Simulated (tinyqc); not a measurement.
From image to dissolution rate: chemically amplified photoresist: aerial image, acid generation, bake, development and line width. Computed by tinyqc, a small Python program. Command: `OMP_NUM_THREADS=1 python tinyqc.py 3001395 3001396 out.jsonl resist walk`. One thread of a shared host (Intel(R) Xeon(R) Processor @ 2.30GHz), about 0.03 s of CPU time with the checks.

Lines and spaces of pitch p with a two-beam-like image; x = 0 is the middle of the bright space. The resist is positive and treated as uniform in depth.

Inputs (values chosen for the exercise, for a model resist at 13.5 nm):

| quantity | value | unit |
|---|---|---|
| pitch p | 33 | nm |
| image contrast c | 0.51 | - |
| mean dose E | 22.2 | mJ/cm^2 |
| Dill parameter C | 0.038 | cm^2/mJ |
| quencher load q, relative to the acid generator | 0.2 | - |
| acid diffusivity D | 0.17 | nm^2/s |
| bake time t | 45 | s |
| amplification rate k_amp | 0.026 | 1/s |
| threshold protection m_th | 0.54 | - |
| development selectivity n | 20 | - |
| largest rate r_max | 440 | nm/s |
| smallest rate r_min | 0.11 | nm/s |

Method:
- Dose E(x) = E [1 + c cos(2 pi x/p)]; acid h = 1 - exp(-C E(x)).
- Bake: the acid image is blurred by a Gaussian of variance sigma^2 = 2 D t (each Fourier term k of h, taken on 64 points, is multiplied by exp(-4 pi^2 k^2 D t/p^2)).
- The quencher then removes q, h_eff = max(h_blurred - q, 0); protection m = exp(-k_amp t h_eff).
- Mack rate r = r_max (a + 1)(1 - m)^n/(a + (1 - m)^n) + r_min, a = ((n + 1)/(n - 1))(1 - m_th)^n.

Across half a pitch:

| x/p | x (nm) | dose (mJ/cm^2) | blurred acid | protection m | rate (nm/s) |
|---|---|---|---|---|---|
| 0.00 | 0.00 | 33.522 | 0.68667 | 0.56586 | 9.7541e+01 |
| 0.05 | 1.65 | 32.968 | 0.68087 | 0.56971 | 8.4690e+01 |
| 0.10 | 3.30 | 31.360 | 0.66372 | 0.58127 | 5.3495e+01 |
| 0.15 | 4.95 | 28.855 | 0.63601 | 0.60042 | 2.2707e+01 |
| 0.20 | 6.60 | 25.699 | 0.59935 | 0.62673 | 6.1260e+00 |
| 0.25 | 8.25 | 22.200 | 0.55637 | 0.65905 | 1.1045e+00 |
| 0.30 | 9.90 | 18.701 | 0.51084 | 0.69511 | 2.1657e-01 |
| 0.35 | 11.55 | 15.545 | 0.46752 | 0.73125 | 1.1855e-01 |
| 0.40 | 13.20 | 13.040 | 0.43157 | 0.76266 | 1.1071e-01 |
| 0.45 | 14.85 | 11.432 | 0.40775 | 0.78422 | 1.1011e-01 |
| 0.50 | 16.50 | 10.878 | 0.39940 | 0.79192 | 1.1005e-01 |

The dose varies by a factor 3.08 across the pattern and the rate by 886.

Extremes, crossings and ranges named in words are read from the listed rows.
